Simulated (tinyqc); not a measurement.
Koster-Slater impurity in a tight-binding band, by Green functions and by supercells: one step, computed by the program tinyqc. Command: `OMP_NUM_THREADS=1 python tinyqc.py 3003393 3003394 out.jsonl kosterslater walk`. One thread of a shared host (Intel(R) Xeon(R) Processor @ 2.30GHz), about 0.03 s of CPU time with the checks.

One orbital per site, e(k) = -2 t sum cos(k_i) over 2 direction(s), band from -4 t to 4 t, lattice constant 1. One site has the extra energy U. Spin is left out.

Task: Scattering. T = U/(1 - U G0); phase shift delta = -arg(1 - U G0) in (-pi, pi]; host density of states -Im G0/pi; on the impurity -Im[G0/(1 - U G0)]/pi; lifetime of a band state hbar/(-2 c Im T).

Inputs (values chosen for the exercise, for a model band): impurity potential U = -5.19 eV; impurity concentration c = 0.0002 per site.

Lattice: square.

G0(E + i eta) = 0.2887375-0.5551111i 1/eV

Constants: hbar = 6.582119569e-16 eV s.

Give: T matrix; phase shift delta; host density of states; density of states on the impurity; scattering lifetime.

Result:

T matrix = -0.8917-1.0282i eV

phase shift delta = 0.85638 rad

host density of states = 0.17670 1/eV

density of states on the impurity = 0.012150 1/eV

scattering lifetime = 1600.5 fs

The Born approximation would take Im T = U^2 Im G0 = -15.0 eV, 14.5 times the full value.
